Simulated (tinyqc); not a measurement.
X-ray reflectivity of a thin film on silicon: critical angles, Parratt recursion, fringes and roughness: one step, computed by the program tinyqc.

n = 1 - delta + i beta; the classical electron radius is r_e = 2.8179403e-6 nm. Layer 0 is vacuum, 1 the film, 2 the substrate.

Problem. Reflectivity at one angle. k_j = (2 pi/lambda) sqrt(sin^2 theta - 2 delta_j + 2 i beta_j); r_ij = (k_i - k_j)/(k_i + k_j) x exp(-2 k_i k_j sigma^2) (Nevot-Croce); r = (r_01 + r_12 p)/(1 + r_01 r_12 p), p = exp(2 i k_1 d); R = |r|^2.

Inputs (values chosen for the exercise, modelled on Si3N4 on silicon, copper K-alpha radiation):
```
quantity                              value     unit
wavelength lambda                   0.15406       nm
film thickness d                         11       nm
roughness of the surface sigma_1       0.39       nm
roughness of the interface sigma_2     0.32       nm
grazing angle theta                    1.77  degrees
```

Constants:
```
layer      rho_e (1/nm^3)         delta          beta  critical angle (degrees)  q_c (1/nm)
film             897.8651  9.557466e-06  1.624769e-07                 0.2505007   0.3566205
substrate        711.4015  7.572626e-06  1.741704e-07                 0.2229774   0.3174375
```

Give: k_0, k_1, k_2; 1000 r_01; 1000 r_12; p; reflectivity R; q = 4 pi sin(theta)/lambda.

Solution.

k_0, k_1, k_2 (1/nm): 1.2597  1.2470+0.0002i  1.2497+0.0002i

1000 r_01 = 3.1376-0.0541i

1000 r_12 = -0.76983-0.00417i

p = -0.66452+0.74090i

reflectivity R = 1.3725e-05

q = 4 pi sin(theta)/lambda = 2.5194 1/nm
